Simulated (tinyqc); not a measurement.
Worked calculation: Ewald sum of point charges, simple cubic in a neutralising background, strained along z by a factor 0.98, lattice. Computed by tinyqc, a small Python program that keeps every step. Command: `OMP_NUM_THREADS=1 python tinyqc.py 24866 24867 out.jsonl` (the two numbers bound the seeds that draw the settings). One thread of a shared host (Intel(R) Xeon(R) Processor @ 2.60GHz), about 0.02 s of CPU time with the checks.

## Ewald sum with eta = 0.266 1/bohr

cell vectors (rows) (bohr):
```
,1,2,3
1,11.360000,0.000000,0.000000
2,0.000000,11.360000,0.000000
3,0.000000,0.000000,11.133000
```

Charges:
```
q,f1,f2,f3
2.000000,0.000000,0.000000,0.000000
```

Real space: 1/2 sum q_i q_j erfc(eta r)/r over all images with r > 0; reciprocal space: (2 pi/V) sum_(G != 0) exp(-G^2/4 eta^2)/G^2 |S(G)|^2 with S(G) = sum q exp(i G.r); self term -eta/sqrt(pi) sum q^2; background -pi Q^2/(2 V eta^2), Q the total charge.

Real-space shells (first ones):
```
r (bohr),pairs,sum (hartree)
11.133000,2,0.000010
11.360000,4,0.000014
15.905763,8,2.20e-09
16.065466,4,7.51e-10
19.545917,8,0
22.266000,2,0
```

Reciprocal shells (first ones that count):
```
G^2 (1/bohr^2),vectors,sum (hartree)
0.305917,4,0.077608
0.318519,2,0.035646
0.611833,4,0.013166
0.624436,8,0.024677
0.930352,8,0.005620
1.223666,4,0.000758
1.274076,2,0.000305
1.529583,8,0.000411
1.542185,8,0.000390
1.579993,8,0.000333
1.848102,16,0.000221
1.885909,8,0.000095
```

## The total does not depend on eta

The same sums for other eta.

Totals (hartree per cell):
```
eta,real,reciprocal,self,background,total
0.266000,0.000024,0.159255,-0.600298,-0.061808,-0.50282720
0.452000,0,0.538633,-1.020055,-0.021406,-0.50282720
0.551000,0,0.755051,-1.243474,-0.014405,-0.50282720
```

shortest distance = 11.133000 bohr
